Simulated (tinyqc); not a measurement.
# From one set of inputs to another, one input at a time

Model: the 3-omega method: a line heater on a substrate with a thin film. Computed by tinyqc, a small Python program. Command: `OMP_NUM_THREADS=1 python tinyqc.py 3016366 3016367 out.jsonl threeomega ladder`. One thread of a shared host (Intel(R) Xeon(R) Processor @ 2.30GHz), about 0.01 s of CPU time with the checks.

A current at angular frequency omega = 2 pi f heats the line at 2 omega with the amplitude P per length; the temperature swing Delta T at 2 omega gives a voltage at 3 omega. The substrate is taken as semi-infinite and isotropic, and the heat capacity of heater and film is left out.

The inputs printed are set A. Set A is modelled on alumina on silica; the values taken over come from a set modelled on hafnia on germanium. Inputs not listed in the table keep their values of set A, so the rows need not describe a real material.

Inputs (values chosen for the exercise, modelled on alumina on silica):
```
quantity                                    value           unit
substrate conductivity kappa                 1.32        W/(m K)
substrate heat capacity C                    1.67  1e6 J/(m^3 K)
heater half-width b                            10     micrometre
power amplitude per length P                  5.3            W/m
current frequency f                          3200             Hz
film thickness t                              410             nm
film conductivity kappa_f                     1.8        W/(m K)
interface resistance R_i                       22       m^2 K/GW
substrate thickness d_s                       380     micrometre
temperature coefficient of resistance beta    3.2         1e-3/K
voltage amplitude V_1                        0.52              V
```

Method:
- D = kappa/C; q = sqrt(2 i omega/D); penetration depth 1/|q| = sqrt(D/(2 omega)).
- Delta T_s = (P/(pi kappa)) int_0^infinity (sin x/x)^2 / sqrt(x^2 + (q b)^2) dx with (q b)^2 = i |q b|^2, averaged over the heater width (12 Gauss-Legendre points on each of the pieces 0, 14 log-spaced edges from 1e-5 to 1, and multiples of pi to 40 pi; the tail adds 1/(4 (40 pi)^2)).
- For |q| b much below 1: Delta T_s = (P/(pi kappa)) [-ln(|q| b) + eta - i pi/4], eta = 3/2 - C_E = 0.92278, with Euler's C_E = 0.5772157.
- One-dimensional flow across the film: Delta T_f = P (t/kappa_f + R_i)/(2 b); total in-phase swing Delta T = Delta T_s + Delta T_f; third-harmonic amplitude V_3 = V_1 beta |Delta T|/2 with the out-of-phase part included; the apparent film conductivity is t/(t/kappa_f + R_i).

Each row keeps all changes above it:
```
input moved                                from    to  V_3 (mV)  penetration depth (micrometre)  film share of the in-phase swing
set A                                         -     -    0.7139                            4.43                           0.09505
film thickness t (nm)                       410   750    0.7481                            4.43                           0.15573
power amplitude per length P (W/m)          5.3    12    1.6938                            4.43                           0.15573
substrate conductivity kappa (W/(m K))     1.32  57.2    0.3332                           29.19                           0.66241
current frequency f (Hz)                   3200    59    0.4429                          214.94                           0.49688
interface resistance R_i (m^2 K/GW)          22   4.9    0.4344                          214.94                           0.48695
film conductivity kappa_f (W/(m K))         1.8   1.2    0.5379                          214.94                           0.58646
substrate heat capacity C (1e6 J/(m^3 K))  1.67  1.64    0.5384                          216.89                           0.58591
```

Which inputs carry the difference?

V_3 goes from 0.714 to 0.538, a factor 0.754 in all. The largest single move comes from substrate conductivity kappa (a factor 0.197), and power amplitude per length P works against it (a factor 2.26). Penetration depth goes from 4.43 to 217, a factor 48.9 in all. The largest single move comes from current frequency f (a factor 7.36). Film share of the in-phase swing goes from 0.0950 to 0.586, a factor 6.16 in all. The largest single move comes from substrate conductivity kappa (a factor 4.25), and current frequency f works against it (a factor 0.750). The single moves hold for this order of the switches; the total does not depend on the order.

Caution (rows set A, film thickness t, power amplitude per length P): the film does not conduct much worse than the substrate, so heat spreads in it and the one-dimensional step is only approximate, and wrong once kappa_f nears or exceeds kappa. Caution (rows current frequency f, interface resistance R_i, film conductivity kappa_f, substrate heat capacity C): the penetration depth exceeds a fifth of the substrate thickness, so the back face is felt and the semi-infinite formula fails.

Extremes, crossings and ranges named in words are read from the listed rows.
